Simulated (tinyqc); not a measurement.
Hopping conduction between localised states: one step, computed by the program tinyqc. Command: `OMP_NUM_THREADS=1 python tinyqc.py 3014083 3014084 out.jsonl hop walk`. One thread of a shared host (Intel(R) Xeon(R) Processor @ 2.30GHz), about 0.01 s of CPU time with the checks.

Energies are counted from the Fermi level. A small network shows the mechanism; the laws of an infinite system follow.

Task: Variable-range laws. Mott: T_M = 21.2/(k_B g_0 xi^3), exponent (T_M/T)^(1/4), mean hop r = (3/8) xi times the exponent. Efros-Shklovskii: T_ES = 2.8 e^2/(4 pi eps eps_0 k_B xi), exponent (T_ES/T)^(1/2). Coulomb gap width g_0^(1/2) (e^2/(4 pi eps eps_0))^(3/2). The numerical coefficients come from percolation theory and are given.

Inputs (values chosen for the exercise, for a model defective oxide):
```
quantity                  value         unit
localisation length xi     0.62           nm
density of states g_0   9.1e+20  1/(eV cm^3)
permittivity eps             14            -
temperature T                32            K
```

Dimension: 3D.

Constants: k_B = 8.617333262e-05 eV/K; e^2/(4 pi eps_0) = 14.39964548 eV angstrom.

Give: T_M; T_ES; Mott exponent; Efros-Shklovskii exponent; mean hop by the Mott formula; Coulomb gap.

Result:

T_M = 1.1343e+06 K

T_ES = 5390.4 K

Mott exponent = 13.721

Efros-Shklovskii exponent = 12.979

mean hop by the Mott formula = 3.1902 nm

Coulomb gap = 31.467 meV

The larger exponent, here Mott, is the one that limits; the two are equal at T = 25.6 K, below which the Coulomb gap rules.
